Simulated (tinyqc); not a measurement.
Surface Green function of a chain with one s and one p orbital a site, Sancho-Rubio decimation: two steps of the calculation.

A semi-infinite lead of cells 0, 1, 2, ... with H0 inside a cell and H1 = <cell i|H|cell i + 1>. H1 = [[-vss, vsp], [-vsp, vpp]]. z = E + i eta.

Values chosen for this exercise:

| symbol | value | unit | meaning |
|---|---|---|---|
| E | -2.85 | eV | energy |
| eta | 0.1 | eV | broadening |

Problem 1. Decimation. Start with e_s = e = H0, a = H1, b = H1^dagger. Each round: g = (z - e)^(-1); e_s <- e_s + a g b; e <- e + a g b + b g a; a <- a g a; b <- b g b (all with the old a, b). Round k joins cells 2^k apart.

e_s after round 2 (eV):

|  | s | p |
|---|---|---|
| s | -3.8107620-2.0180668i | -1.3692750-1.4576007i |
| p | -1.3692750-1.4576007i | -0.8737031-1.0567976i |

e after round 2 (eV):

|  | s | p |
|---|---|---|
| s | -5.3915241-4.0361336i | 0.0000000+0.0000000i |
| p | 0.0000000+0.0000000i | -2.1174062-2.1135952i |

a after round 2 (eV):

|  | s | p |
|---|---|---|
| s | 1.0441957+1.9498270i | -0.7309653-1.3974933i |
| p | 0.7309653+1.3974933i | -0.5129546-1.0015825i |

b after round 2 (eV):

|  | s | p |
|---|---|---|
| s | 1.0441957+1.9498270i | 0.7309653+1.3974933i |
| p | -0.7309653-1.3974933i | -0.5129546-1.0015825i |

Wanted: g; e_s after round 3; e after round 3; a after round 3; b after round 3.

Solution 1.

g (1/eV):

|  | s | p |
|---|---|---|
| s | 0.1078-0.1755i | 0.0000+0.0000i |
| p | 0.0000+0.0000i | -0.1347-0.4072i |

e_s after round 3 (eV):

|  | s | p |
|---|---|---|
| s | -2.366-0.801i | -0.347-0.580i |
| p | -0.347-0.580i | -0.150-0.425i |

e after round 3 (eV):

|  | s | p |
|---|---|---|
| s | -2.501-1.601i | 0.000+0.000i |
| p | 0.000+0.000i | -0.670-0.849i |

a after round 3 (eV):

|  | s | p |
|---|---|---|
| s | -0.6008+0.6127i | 0.4333-0.4334i |
| p | -0.4333+0.4334i | 0.3125-0.3065i |

b after round 3 (eV):

|  | s | p |
|---|---|---|
| s | -0.6008+0.6127i | -0.4333+0.4334i |
| p | 0.4333-0.4334i | 0.3125-0.3065i |

Problem 2. Self-energy, Dyson check and densities of states. Sigma = H1 g_s H1^dagger is what the lead adds to one more cell, and (z - H0 - Sigma)^(-1) must give g_s back. Densities of states: -Im of the diagonals over pi.

H0 (eV):

|  | s | p |
|---|---|---|
| s | -2.23 | 0 |
| p | 0 | 0.37 |

H1 (eV):

|  | s | p |
|---|---|---|
| s | -1 | 0.83 |
| p | -0.83 | 1.08 |

converged surface Green function g_s (1/eV):

|  | s | p |
|---|---|---|
| s | -0.00114189-0.97754487i | 0.23067166-0.22124826i |
| p | 0.23067166-0.22124826i | -0.28697925-0.06771239i |

converged bulk Green function (1/eV):

|  | s | p |
|---|---|---|
| s | 0.23689227-0.61622675i | 0.00000000+0.00000000i |
| p | 0.00000000+0.00000000i | -0.47521056-0.22396617i |

Give: Sigma; (z - H0 - Sigma)^(-1); surface density of states; bulk density of states.

Solution 2.

Sigma (eV):

|  | s | p |
|---|---|---|
| s | -0.58176-0.65692i | -0.66623-0.48069i |
| p | -0.66623-0.48069i | -0.74907-0.35576i |

(z - H0 - Sigma)^(-1) (1/eV):

|  | s | p |
|---|---|---|
| s | -0.00114-0.97754i | 0.23067-0.22125i |
| p | 0.23067-0.22125i | -0.28698-0.06771i |

| orbital | surface density of states (1/eV) | bulk density of states (1/eV) |
|---|---|---|
| s | 0.31116 | 0.19615 |
| p | 0.02155 | 0.07129 |

tinyqc, about 0.05 s, one thread, Intel Xeon 2.30GHz (shared host): `OMP_NUM_THREADS=1 python tinyqc.py 2680026 2680027 out.jsonl`
